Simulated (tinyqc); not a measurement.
Electron-beam lithography: double-Gaussian proximity function, edge placement and dose correction for parallel lines. Which input was changed? Computed by tinyqc, a small Python program. Command: `OMP_NUM_THREADS=1 python tinyqc.py 3111489 3111490 out.jsonl proximity which`. One thread of a shared host (Intel(R) Xeon(R) Processor @ 2.30GHz), about 0.03 s of CPU time with the checks.

Lines are infinitely long. Absorbed energy is counted so that the middle of a very large area written at dose 1 receives 1; the resist develops where it exceeds 1/2.

Inputs (values chosen for the exercise, of the order of those for 50 keV electrons in resist on silicon):
```
quantity                              value               unit
forward range alpha                   0.016         micrometre
backscatter ratio eta                     1                  -
base dose D0                            190  microcoulomb/cm^2
beam current                            0.2                 nA
pixel size                                2                 nm
width of the test line                0.057         micrometre
pattern density around the test line   0.44                  -
```

Constants: e = 1.602176634e-19 C.

Method. A test line of width w << beta in surroundings of density rho, all at dose d: near its edge E(x) = d [S + eta rho]/(1 + eta), S = [erf((b - x)/alpha) - erf((a - x)/alpha)]/2 for edges a and b, the second term being the background energy. Dose to size d_s = (1 + eta)/(erf(w/alpha) + 2 eta rho), dose = d_s D0; edge slope d [1 - exp(-w^2/alpha^2)]/(sqrt(pi) alpha (1 + eta)); width change per 1 % of dose = 2 x 0.01 x (1/2)/slope. With dose = d_s D0: electrons per pixel N = dose x pixel area/e; relative noise 1/sqrt(N); time per cm^2 of pattern area = dose x density/current; pixel rate = current/(dose x pixel area).

Question. One of these inputs alone was changed, within the range given: backscatter ratio eta (0.5 to 2); pattern density around the test line (0.22 to 0.88); beam current (0.1 to 0.4); pixel size (1 to 4). Which one, and to what value?

Results:
```
run     width change per 1 % of dose (nm)  writing time per cm^2 (h)  dose to size d_s
before                          0.5331556                   123.5225          1.063830
after                           0.4952222                   122.8774          1.058274
```

Answer.

Each candidate set to reproduce width change per 1 % of dose, and what it then gives:
```
candidate                             range searched  value needed  writing time per cm^2 (h)  dose to size d_s
backscatter ratio eta                       0.5 to 2        0.8480                     122.88            1.0583
pattern density around the test line    0.22 to 0.88        0.3731                     112.77            1.1453
beam current (nA)                         0.1 to 0.4     no effect                          -                 -
pixel size (nm)                               1 to 4     no effect                          -                 -
```

Only backscatter ratio eta fits every result: it went from 1 to 0.848. The next best candidate, pattern density around the test line, misses one result by 8.2 %.
